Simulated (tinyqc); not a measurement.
Phonon transmission through an interface between two chains by Green functions: one step, computed by the program tinyqc.

Two semi-infinite chains (masses m_1, m_2; springs k_1, k_2), motion along the chain. The central region holds the end atom of each chain and one interlayer atom of mass m_b, joined by springs k_b. lambda = omega^2 in eV/(angstrom^2 u); nu = 15.6333042 THz x sqrt(lambda).

Question. Band tops and impedances. nu_max = 15.6333042 THz x 2 sqrt(k/m); impedance Z = sqrt(k m); long-wave transmission 4 Z_1 Z_2/(Z_1 + Z_2)^2; the probe frequency is the given share of the lower band top.

Inputs (values chosen for the exercise, for two model chains): mass m_1 = 22.6 u; spring k_1 = 8.28 eV/angstrom^2; mass m_2 = 42.3 u; spring k_2 = 15 eV/angstrom^2; probe frequency / lower band top = 0.51.

Atoms in the interlayer: one.

Constants: nu for 1 eV/(angstrom^2 u) = 15.6333042 THz.

Give: band top of chain 1; band top of chain 2; Z_1; Z_2; long-wave transmission; probe frequency.

Answer.

band top of chain 1 = 18.925 THz

band top of chain 2 = 18.619 THz

Z_1 = 13.679 sqrt(eV u)/angstrom

Z_2 = 25.189 sqrt(eV u)/angstrom

long-wave transmission = 0.91231

probe frequency = 9.4957 THz
